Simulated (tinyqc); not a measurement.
## Planar ballistic transistor, top-of-the-barrier model: effect of the band edge at the barrier top above the source Fermi level at zero bias

At the top of the source barrier, states moving towards the drain are filled by the source (Fermi level 0) and states moving back by the drain (Fermi level -q Vd); nothing scatters. U is the shift of the band edge there, set by the capacitances CG, CD and CS (the total) and by the charge. Parabolic two-dimensional band; the source is grounded.

N0 = gv m kB T/(pi hbar^2), CG = eps0 eox/tox, vT = sqrt(2 kB T/(pi m)), CS = CG/aG, n0 = n at U = 0 and Vd = 0. eta1 = -(E0 + U)/Vt, eta2 = eta1 - Vd/Vt, n = (N0/2)[F_0(eta1) + F_0(eta2)], F_0(x) = ln(1 + exp x). U = UL + q (n - n0)/CS with UL = -(aG Vg + aD Vd), energies in eV. I = q (N0/2) vT [F_(1/2)(eta1) - F_(1/2)(eta2)] per width, F_(1/2)(x) = (2/sqrt(pi)) int_0^infinity u^(1/2)/(1 + exp(u - x)) du. CQ = (q/Vt) dn/d(eta1).

Values chosen for this exercise; mass and valleys close to those of gallium arsenide:
```
symbol   value  unit                                      meaning
T          150     K                                  temperature
m       0.0683    m0                               effective mass
gv           1                                  valley degeneracy
eox         16        relative permittivity of the gate insulator
tox        3.7    nm                          insulator thickness
aG        0.86                                 gate control CG/CS
aD       0.028                                drain control CD/CS
Vg         0.4     V                                 gate voltage
Vd         0.4     V                                drain voltage
```

Constants: q = 1.602176634e-19 C, kB = 1.380649e-23 J/K, hbar = 1.054571817e-34 J s, m0 = 9.1093837015e-31 kg, Vt = kB T/q, eps0 = 8.8541878128e-14 F/cm where lengths are in cm. Results are converted to the units shown.

Results:

| E0 (eV) | eta1 | n (cm^-2) | I (uA/um) | mean velocity I/(q n) (cm/s) | CQ/CS |
|---|---|---|---|---|---|
| 0.1 | 13.05 | 2.406e12 | 1536 | 3.984e7 | 0.5134 |
| 0.15 | 10.49 | 1.934e12 | 1112 | 3.587e7 | 0.5134 |
| 0.2 | 7.934 | 1.463e12 | 737.4 | 3.146e7 | 0.5132 |
| 0.25 | 5.376 | 9.922e11 | 421.2 | 2.649e7 | 0.5110 |
| 0.3 | 2.802 | 5.275e11 | 177.5 | 2.100e7 | 0.4840 |
| 0.35 | 0.03689 | 1.312e11 | 33.88 | 1.611e7 | 0.2614 |
| 0.45 | -7.334 | 1.203e8 | 0.02806 | 1.456e7 | 3.349e-4 |

Estimate the missing row, E0 = 0.4 eV.

Computed row:

| E0 (eV) | eta1 | n (cm^-2) | I (uA/um) | mean velocity I/(q n) (cm/s) | CQ/CS |
|---|---|---|---|---|---|
| 0.4 | -3.481 | 5.587e9 | 1.309 | 1.462e7 | 0.01532 |

With this row back in the table: As E0 goes from 0.1 to 0.45 eV, n falls from 2.41e12 to 1.20e8 cm^-2, the mean velocity falls from 3.98e7 to 1.46e7 cm/s and the current falls from 1540 to 0.0281 uA/um. CQ/CS goes from 0.51 to 3.3e-4.

tinyqc, about 0.01 s, one thread, Intel Xeon 2.30GHz (shared host): `OMP_NUM_THREADS=1 python tinyqc.py 2400171 2400172 out.jsonl`
